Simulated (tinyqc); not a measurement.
Double-gate transistor, scale length and short-channel effects: two steps of the calculation.

A body of thickness ts between two insulators of thickness ti and two tied gates. Below threshold the potential that source and drain add obeys Laplace's equation and vanishes on the gate. Its lowest mode decays along the channel as exp(-k y); k is the smallest positive root of the matching condition at the interface, and the scale length is Lambda = pi/k.

Inputs (values chosen for the exercise); permittivities: semiconductor made up, insulator close to that of hafnium oxide:
```
symbol  value  unit                                     meaning
T         400     K                                 temperature
eps_r    11.6        relative permittivity of the semiconductor
ei       21.4            relative permittivity of the insulator
ti        9.6    nm                         insulator thickness
ts       13.6    nm                              body thickness
L          58    nm                              channel length
Vbi       0.9     V                     potential of the source
sT       0.47     V   potential of the barrier top at threshold
VTL      0.26     V                      long-channel threshold
m           1                          long-channel body factor
Vds       0.7     V                               drain voltage
```

Constants: q = 1.602176634e-19 C, kB = 1.380649e-23 J/K, Vt = kB T/q. Results are converted to the units shown.

Question 1. Scan of the matching condition. f(k) = ei cos(k ti) cos(k ts/2) - eps_r sin(k ti) sin(k ts/2).

k, point 0 to 7 (1/nm): 0.02125  0.0425  0.06375  0.085  0.10625  0.1275  0.14875  0.17

Find: f(k).

Answer 1.

f(k), point 0 to 7: 20.399  17.517  13.096  7.664  1.866  -3.610  -8.117  -11.124

The first change of sign lies between k = 0.10625 and 0.1275 1/nm.

Question 2. Threshold shift, barrier position and swing. Along the channel psi(y) = s + a exp(y/l) + b exp(-y/l) with psi(0) = Vbi, psi(L) = Vbi + Vds and l = 1/k = Lambda/pi; with A = Vbi - s, B = A + Vds, x = exp(-L/l): a = (B - A x) x/(1 - x^2), b = (A - B x)/(1 - x^2). The minimum is s + 2 sqrt(a b), at y = (l/2) ln(b/a). The long-channel potential follows the gate as s = sT + (Vg - VTL)/m, and the threshold VT is the gate voltage at which the minimum equals sT. Swing = m Vt ln 10/g at threshold, g = d(minimum)/ds = 1 - (b x + a)/((1 + x) sqrt(a b)).

l = 8.8321497 nm

Give: s at threshold; a; b; position of the minimum; VT; swing.

Answer 2.

s at threshold = 0.41310 V
a = 0.0016680 V
b = 0.48523 V
position of the minimum = 25.052 nm
VT = 0.20310 V
swing = 86.505 mV/decade

The threshold lies 56.9 mV below the long-channel value, and the barrier top sits at 0.43 L from the source.

tinyqc, about 0.01 s, one thread, Intel Xeon 2.30GHz (shared host): `OMP_NUM_THREADS=1 python tinyqc.py 2420044 2420045 out.jsonl`
